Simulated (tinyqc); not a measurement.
X-ray reflectivity of a thin film on silicon: critical angles, Parratt recursion, fringes and roughness: one step, computed by the program tinyqc. Command: `OMP_NUM_THREADS=1 python tinyqc.py 3120256 3120257 out.jsonl xrr walk`. One thread of a shared host (Intel(R) Xeon(R) Processor @ 2.30GHz), about 0.01 s of CPU time with the checks.

n = 1 - delta + i beta; the classical electron radius is r_e = 2.8179403e-6 nm. Layer 0 is vacuum, 1 the film, 2 the substrate.

Task: Fringe period, contrast and decay. Far above the critical angle the period is d theta = lambda/(2 d), or 2 pi/d in q; the envelope runs between (|r_01| - |r_12 p|)^2 and (|r_01| + |r_12 p|)^2; contrast = 2 a b/(a^2 + b^2) with a = |r_01|, b = |r_12 p|; roughness factors on the amplitudes are about exp(-q^2 sigma^2/2).

Inputs (values chosen for the exercise, modelled on ruthenium on silicon, copper K-alpha radiation):

| quantity | value | unit |
|---|---|---|
| wavelength lambda | 0.15406 | nm |
| film thickness d | 14.9 | nm |
| roughness of the surface sigma_1 | 1.1 | nm |
| roughness of the interface sigma_2 | 0.22 | nm |

1000 r_01 = 8.218322-0.828065i

1000 r_12 = -29.88933+3.22743i

p = -0.2485481-0.8070274i

q = 4 pi sin(theta)/lambda = 1.693999 1/nm

Give: period in theta; period in q; contrast; roughness factor, surface; roughness factor, interface.

Result:

period in theta = 0.2962 degrees

period in q = 0.4217 1/nm

contrast = 0.5884

roughness factor, surface = 0.1762

roughness factor, interface = 0.9329
